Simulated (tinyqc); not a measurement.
Optical gain and spontaneous emission in a bulk direct-gap semiconductor: one step. Absorption of the empty crystal. Two cases, with inputs chosen for the exercise.

Question. Evaluate at E for heavy and light holes.

Parabolic bands, vertical transitions, no excitons. For each hole band j: mr = me mj/(me + mj); joint density of states J_j(E) = (mr/c)^(3/2) sqrt(E - Eg)/(2 pi^2), both spins, c = hbar^2/2m0; averaged matrix element |e.p|^2 = m0 Ep/6; alpha_j(E) = 4 pi^2 alpha_f c Ep J_j/(3 nr E) in 1/angstrom (alpha_f the fine-structure constant, listed as alpha among the constants), times 1e8 for 1/cm.

Constants: hbar^2/2m0 = 3.80998211 eV angstrom^2; fine-structure constant alpha = 0.007297352564.

Give: mr, J and alpha of each hole band.

Case 1.

Values chosen (near those of InP; the results hold for these values, not for the real material): Eg = 1.375 eV (direct gap); me = 0.0823 m0 (electron mass); mhh = 0.604 m0 (heavy-hole mass); mlh = 0.0871 m0 (light-hole mass); Ep = 21.1 eV (Kane energy); nr = 3.38 (refractive index); E = 1.387 eV (photon energy).

Answer.

mr, J and alpha of each hole band:
```
hole   mr (m0)  J (1/(eV angstrom^3))  alpha (1/cm)
heavy  0.07243              1.455e-05        2395.4
light  0.04232              6.496e-06        1069.7
```

The heavy-hole band gives 69 % of the total, 3465 1/cm.

Case 2.

Values chosen (near those of InGaAs; the results hold for these values, not for the real material): Eg = 0.731 eV (direct gap); me = 0.0407 m0 (electron mass); mhh = 0.465 m0 (heavy-hole mass); mlh = 0.0545 m0 (light-hole mass); Ep = 23 eV (Kane energy); nr = 3.51 (refractive index); E = 0.785 eV (photon energy).

Answer.

mr, J and alpha of each hole band:
```
hole   mr (m0)  J (1/(eV angstrom^3))  alpha (1/cm)
heavy  0.03742              1.146e-05        3500.2
light  0.02330              5.630e-06        1719.5
```

The heavy-hole band gives 67 % of the total, 5220 1/cm.

Computed by tinyqc, one run a case: `OMP_NUM_THREADS=1 python tinyqc.py N N+1 out.jsonl` with N = 1682313, 1682553; one thread of a shared Intel(R) Xeon(R) Processor @ 2.30GHz, about 0.09 s a run at most.
